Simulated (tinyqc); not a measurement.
Inside a calculation. Model: p-n diode with diffusion and depletion-layer recombination.

Computed by the program tinyqc: `OMP_NUM_THREADS=1 python tinyqc.py 2260052 2260053 out.jsonl`, one thread of a shared Intel Xeon 2.30GHz, about 0.01 s for the whole run. Printed values are rounded.

Abrupt junction in the depletion approximation, low injection, full ionisation, neutral widths fixed, ohmic contact on the p side. Vj is the junction voltage; where a series resistance Rs is given, V = Vj + J Rs is the terminal voltage.

Parameters, values chosen for the exercise; band and dielectric values close to those of silicon:
```
symbol,value,unit,meaning
T,300,K,temperature
Eg,1.13,eV,band gap
eps_r,11.9,,relative permittivity
Nc,2.76e19,cm^-3,conduction-band density of states at T
Nv,2.67e19,cm^-3,valence-band density of states at T
Na,1e16,cm^-3,acceptor density
Nd,3.3e15,cm^-3,donor density
mun,1200,cm^2/(V s),electron mobility in the p side
mup,380,cm^2/(V s),hole mobility in the n side
tn,4e-7,s,electron lifetime
tp,7e-7,s,hole lifetime
wp,2.1,um,neutral width of the p side
wn,61,um,neutral width of the n side
Sp,1e7,cm/s,recombination velocity at the n contact
Rs,0.0035,ohm cm^2,series resistance
Et,0,eV,trap level above the intrinsic level
Vj,0.44,V,junction voltage at which recombination is evaluated
V,0.55,V,terminal voltage
```

Constants: q = 1.602176634e-19 C, kB = 1.380649e-23 J/K, Vt = kB T/q, eps0 = 8.8541878128e-14 F/cm where lengths are in cm. Results are converted to the units shown.

## Diffusion lengths and saturation currents

ni = sqrt(Nc Nv) exp(-Eg/(2 Vt)), Eg in volts; D = mu Vt; Ln = sqrt(Dn tn), Lp = sqrt(Dp tp); J0n = q ni^2 Dn coth(wp/Ln)/(Ln Na); J0p = (q ni^2 Dp/(Lp Nd)) (s + tanh(wn/Lp))/(1 + s tanh(wn/Lp)), s = Sp Lp/Dp.

ni = 8.75242e9 cm^-3
Ln = 35.2264 um
Lp = 26.2233 um
J0n = 1.81525e-10 A/cm^2
J0p = 1.42011e-11 A/cm^2

wp/Ln = 0.060 and wn/Lp = 2.3; electrons carry 92.7 % of the diffusion current.

## Recombination in the depleted layer

ni = sqrt(Nc Nv) exp(-Eg/(2 Vt)), Eg in volts. Vbi = Vt ln(Na Nd/ni^2), W = sqrt(2 eps0 eps_r (Vbi - Vj)(1/Na + 1/Nd)/q), xp = W Nd/(Na + Nd), xn = W Na/(Na + Nd); u(x) = q Na (x + xp)^2/(2 eps0 eps_r) for x < 0 and Vbi - Vj - q Nd (xn - x)^2/(2 eps0 eps_r) for x > 0; p = Na exp(-u/Vt), n = Nd exp((u - Vbi + Vj)/Vt); U = ni^2 (exp(Vj/Vt) - 1)/(tp (n + ni exp(Et/Vt)) + tn (p + ni exp(-Et/Vt))); J_scr = q times the integral of U from -xp to xn. Trapezoid rule on 14 equal steps.

W = 365.887 nm

```
point	x (nm)	u (V)	n (cm^-3)	p (cm^-3)	U (cm^-3 s^-1)
0	-90.784	0.000000	1.88769e11	1e16	4.71906e17
1	-64.649	0.005193	2.30765e11	8.18014e15	5.76882e17
2	-38.514	0.020772	4.21587e11	4.47758e15	1.05379e18
3	-12.380	0.046737	1.15102e12	1.64001e15	2.87398e18
4	13.755	0.081175	4.36132e12	4.32825e14	1.07138e19
5	39.890	0.113736	1.53677e13	1.22835e14	3.15135e19
6	66.025	0.142869	4.74264e13	3.98025e13	3.84230e19
7	92.159	0.168574	1.28190e14	1.47257e13	1.97389e19
8	118.294	0.190853	3.03467e14	6.22041e12	8.78303e18
9	144.429	0.209703	6.29202e14	3.00013e12	4.27417e18
10	170.564	0.225127	1.14259e15	1.65211e12	2.35819e18
11	196.698	0.237123	1.81724e15	1.03876e12	1.48345e18
12	222.833	0.245691	2.53138e15	7.45714e11	1.06512e18
13	248.968	0.250832	3.08834e15	6.11231e11	8.73085e17
14	275.103	0.252546	3.3e15	5.72027e11	8.17097e17
```

J_scr = 5.20791e-5 A/cm^2

With 2000 steps J_scr = 5.210e-5 A/cm^2; the coarse value is 0.042 % below it. U is largest at x = 66.0 nm among these points; the peak lies where tp n = tn p. On the fine grid U peaks at 4.105e19 cm^-3 s^-1, and J_scr/(q U_max) is 21.7 % of W, the effective width of the recombining zone.

## Starting value

Vj = V/2.

Vj at the start = 0.275 V

## Iteration 1: new Vj

J0 = J0n + J0p = 1.95726e-10 A/cm^2

Diffusion current alone: J = J0 (exp(Vj/Vt) - 1), g = Vj + J Rs - V, g' = 1 + Rs J0 exp(Vj/Vt)/Vt, Vj(new) = Vj - g/g'.

J = 8.15521e-6 A/cm^2
g = -0.275000 V
g' = 1.00000
Vj after iteration 1 = 0.550000 V

## Iteration 2: new Vj

As before.

J = 0.339810 A/cm^2
g = 0.00118900 V
g' = 1.04601
Vj after iteration 2 = 0.548863 V

## Iteration 3: new Vj

As before.

J = 0.325193 A/cm^2
g = 1.13303e-6 V
g' = 1.04403
Vj after iteration 3 = 0.548862 V

## Course of the iteration

Stop when the step is below 1e-10 V, or after 80 iterations.

Course of the iteration:
```
iteration	Vj before the step (V)	step (V)
1	0.275	0.275
2	0.550000	-1.14e-3
3	0.548863	-1.09e-6
4	0.548862	-9.61e-13
```

Converged in 4 iterations.
